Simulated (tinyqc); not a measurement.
Stress in a transistor channel from embedded alloy regions, liners and fins, by half-space elasticity: one step, computed by the program tinyqc.

Plane strain in an isotropic half-space, the same constants everywhere; x along the channel from its centre, y downwards from the free surface; stress is positive in tension.

Question. Mobility change, linear estimate. d mu/mu = -(pi_L s_xx + pi_z s_yy) for the embedded regions alone; the stress across the width is left out.

Inputs (values chosen for the exercise, modelled on silicon): longitudinal piezoresistance coefficient = -31.4 1e-11/Pa; vertical piezoresistance coefficient = 51.4 1e-11/Pa.

Stressor: Si(1-x)C(x) source and drain.

s_xx = 632.4242 MPa

s_yy = 1.033533 MPa

Give: mobility change.

Answer.

mobility change = 19.805 %

The vertical stress supplies -0.053 of these points. Caution: beyond a few hundred MPa bulk piezoresistance coefficients no longer describe an inversion layer well.
